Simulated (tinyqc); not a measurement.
Worked calculation: tight binding, dimerised chain. Computed by tinyqc, a small Python program that keeps every step. Settings: t1 = 1.29, t2 = 2.14, delta = 0, points = 12, cells = 3. Command: `OMP_NUM_THREADS=1 python tinyqc.py 25983 25984 out.jsonl` (the two numbers bound the seeds that draw the settings). One thread of a shared host (Intel(R) Xeon(R) Processor @ 2.60GHz), about 0.01 s of CPU time with the checks.

## Bloch Hamiltonian at k

Parameters chosen for this model:
```
parameter,value,unit
t1,1.290000,"eV, inside the cell"
t2,2.140000,"eV, between cells"
delta,0,"eV, +/- on the two sites"
```

k point k (2 pi / a): 0.310000

H_AA = +delta, H_BB = -delta, H_AB = -t1 - t2 exp(-i k a).

H(k) at k (eV):
```
,A,B
A,0.000000,-0.502213+1.989722i
B,-0.502213-1.989722i,0.000000
```

## Levels at k

Diagonalise the Hermitian matrix.

eigenvalues (eV): -2.052123  2.052123

weights |c|^2 of the basis functions:
```
,band 1,band 2
A,0.500000,0.500000
B,0.500000,0.500000
```

## Bloch Hamiltonian at X

k point X (2 pi / a): 0.500000

As before.

H(k) at X (eV):
```
,A,B
A,0.000000,0.850000
B,0.850000,0.000000
```

## Levels at X

As before.

eigenvalues (eV): -0.850000  0.850000

weights |c|^2 of the basis functions:
```
,band 1,band 2
A,0.500000,0.500000
B,0.500000,0.500000
```

## Bands along a path

The same steps at evenly spaced points between the labelled ones.

Bands along the path (eV):
```
k,band 1,band 2
G,-3.430000,3.430000
G-X 0.33,-3.000717,3.000717
G-X 0.67,-1.866307,1.866307
X,-0.850000,0.850000
```

With 1 band(s) filled, the highest filled level on these points lies at X and the lowest empty one at X: a gap of 1.7000 eV, direct.

## Berry (Zak) phase of the lower band

On 12 points k_j = j/N: phase = -Im ln of the product of <u_j|u_(j+1)>, closed with u_N = u_0 (the cell-periodic part is taken without the site positions). Single arguments depend on the phases chosen for the u_j; only their sum modulo 2 pi does not.

Overlaps:
```
j,|<u_j|u_j+1>|,argument (rad)
0,0.986574,-0.164052
1,0.985787,0.496906
2,0.983609,0.181304
3,0.977578,0.212162
4,0.954932,0.301366
5,0.856106,0.543109
6,0.856106,0.543109
7,0.954932,0.301366
8,0.977578,0.212162
9,0.983609,0.181304
10,0.985787,0.496906
11,0.986574,-0.164052
```

phase / pi, folded into (-1, 1] = 1.000000

## Open chain of 3 cells

H of the open chain (eV):
```
,1,2,3,4,5,6
1,0.000000,-1.290000,0.000000,0.000000,0.000000,0.000000
2,-1.290000,0.000000,-2.140000,0.000000,0.000000,0.000000
3,0.000000,-2.140000,0.000000,-1.290000,0.000000,0.000000
4,0.000000,0.000000,-1.290000,0.000000,-2.140000,0.000000
5,0.000000,0.000000,0.000000,-2.140000,0.000000,-1.290000
6,0.000000,0.000000,0.000000,0.000000,-1.290000,0.000000
```

The same hoppings without the wrap-around bond.

levels (eV): -3.087207  -2.124506  -0.327299  0.327299  2.124506  3.087207

weights of the highest filled level on the sites: 0.361672  0.023282  0.115046  0.115046  0.023282  0.361672

The bulk gap runs from -0.8500 to 0.8500 eV; 2 level(s) of this chain lie inside it: end states, which need the weaker bond inside the cell and a chain longer than their decay length.
